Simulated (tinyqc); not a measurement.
Lossy on-chip transmission line with skin effect: one step of the calculation.

A uniform line in a homogeneous dielectric: c = sqrt(er)/(c0 Z0), l = Z0 sqrt(er)/c0 (c0 = 299792458 m/s), g = w c td, w = 2 pi f. The resistance joins its limits as r = sqrt(r_dc^2 + r_hf^2), with r_dc = rho/(wd th), r_hf = kr rho/(2 delta (wd + th)), delta = sqrt(rho/(pi f mu0)), mu0 = 4 pi 1e-7 H/m; this is an interpolation, and internal inductance, up to 0.05 nH/mm at low frequency, is neglected.

Task. Line constants. delta, r_dc, r_hf, r, l, c and g as defined.

Parameters, values chosen for the exercise:
- wd = 5.1 um (width of the strip)
- th = 1.3 um (thickness of the strip)
- rho = 2.2 uohm cm (resistivity)
- er = 3.5 (relative permittivity)
- td = 0 (loss tangent)
- Z0 = 50 ohm (lossless impedance sqrt(l/c))
- kr = 1.2 (factor for crowding and the return path)
- f = 6.5 GHz (frequency)

Find: delta; r_dc; r_hf; r; l; c; g.

Result.

delta = 0.92592 um
r_dc = 3.3183 ohm/mm
r_hf = 2.2275 ohm/mm
r = 3.9966 ohm/mm
l = 0.31202 nH/mm
c = 124.81 pF/m
g = 0 S/m

r is 1.20 times r_dc; the skin depth is 0.712 of the thickness.

tinyqc, about 0.01 s, one thread, Intel Xeon 2.30GHz (shared host): `OMP_NUM_THREADS=1 python tinyqc.py 2810172 2810173 out.jsonl`
